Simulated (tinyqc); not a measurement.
Worked calculation: sp3 tight binding, zinc-blende lattice. One step of it, computed by the program tinyqc.

Question. Bloch Hamiltonian at k. Slater-Koster rules over the four bonds with direction cosines (l, m, n): ss V_ss; s-px l V_sp; px-s -l V_sp; px-px l^2 V_pps + (1 - l^2) V_ppp; px-py l m (V_pps - V_ppp); each times exp(i k.d).

Parameters chosen for this model: zinc-blende lattice, anion at 0, cation at a/4 (1,1,1); V = eta hbar^2 / (m d^2), hbar^2/m = 7.619964 eV angstrom^2:
```
parameter          value      unit
a               3.500000  angstrom
d               1.515544  angstrom
Es anion      -13.520000        eV
Ep anion       -5.910000        eV
Es cation     -13.520000        eV
Ep cation      -5.910000        eV
eta ss         -1.300000
eta sp          1.510000
eta pp sigma    3.040000
eta pp pi      -0.600000
V ss           -4.312796        eV
V sp            5.009478        eV
V pp sigma     10.085307        eV
V pp pi        -1.990521        eV
```

k point k (2 pi / a): -0.030000  0.240000  -0.660000

Give: H(k) at k.

Answer.

H(k) at k (eV), lower triangle (Hermitian):
```
                  a s             a px             a py             a pz
a s          -13.5200
a px           0.0000          -5.9100
a py           0.0000           0.0000          -5.9100
a pz           0.0000           0.0000           0.0000          -5.9100
c s   -8.1558-0.2575i  -3.6617-0.2579i   0.4361+2.1655i  -0.1021-9.2483i
c px   3.6617+0.2579i   3.8479+0.1215i  0.1421+12.8714i  -0.6070-3.0138i
c py  -0.4361-2.1655i  0.1421+12.8714i   3.8479+0.1215i   5.0961+0.3590i
c pz   0.1021+9.2483i  -0.6070-3.0138i   5.0961+0.3590i   3.8479+0.1215i

           c s     c px     c py     c pz
c s   -13.5200
c px    0.0000  -5.9100
c py    0.0000   0.0000  -5.9100
c pz    0.0000   0.0000   0.0000  -5.9100
```
